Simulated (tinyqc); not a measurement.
Wavelength: periodic multilayer mirror for extreme ultraviolet light.

s polarisation, vacuum above. q_j = sqrt(N_j^2 - sin^2 theta); interface r_jk = (q_j - q_k)/(q_j + q_k) exp(-2 (2 pi/lam)^2 q_j q_k sg^2) (Nevot-Croce; sg = 0 if not given); phase factor of a layer x_j = exp(4 pi i q_j d_j/lam). Each period has the spacer (thickness (1 - Gm) L) on top of the absorber (Gm L). In this recursion R is the amplitude; R in tables and results is the reflectance, its squared modulus. The substrate is of the spacer material. Starting with R = 0 in it, each interface upward gives R -> (r + R x)/(1 + r R x), x that of the layer below the interface (1 for the substrate).

Parameters, chosen for this exercise (optical constants near those of Mo and Si at 13.5 nm; the results hold for these values, not for the real material): dA = (0.0786, 0.00637) (delta and beta of the absorber, N = 1 - delta + i beta); dS = (0.0008, 0.00193) (delta and beta of the spacer and the substrate); L = 6.95 nm (period); Gm = 0.44 (absorber share of the period); theta = 3 degrees (angle from the normal); sg = 0 nm (interface roughness); Np = 40 (periods).

The optical constants are held fixed.

Reflectance:

| lam (nm) | R |
|---|---|
| 12.9 | 0.124 |
| 13.0 | 0.243 |
| 13.1 | 0.494 |
| 13.2 | 0.623 |
| 13.3 | 0.687 |
| 13.4 | 0.720 |
| 13.5 | 0.734 |
| 13.6 | 0.722 |
| 13.7 | 0.652 |
| 13.8 | 0.373 |
| 13.9 | 0.076 |
| 14.0 | 0.169 |
| 14.1 | 0.085 |
| 14.2 | 0.020 |
| 14.3 | 0.063 |

The largest value listed is 0.734 at 13.5 nm, against lam_B = 2 L Re(mean q) = 13.393 nm; the peak lies on the long side, where the nodes of the standing wave fall in the absorber. R exceeds half of that from 13.1 to 13.8 nm of the wavelengths listed, at least 5.1 % of the wavelength; a chain of ten mirrors narrows it, since R^10 falls to half where R has lost only 7 %.

tinyqc: `OMP_NUM_THREADS=1 python tinyqc.py 1651033 1651034 out.jsonl`; about 0.01 s, one thread, shared Intel(R) Xeon(R) Processor @ 2.30GHz.
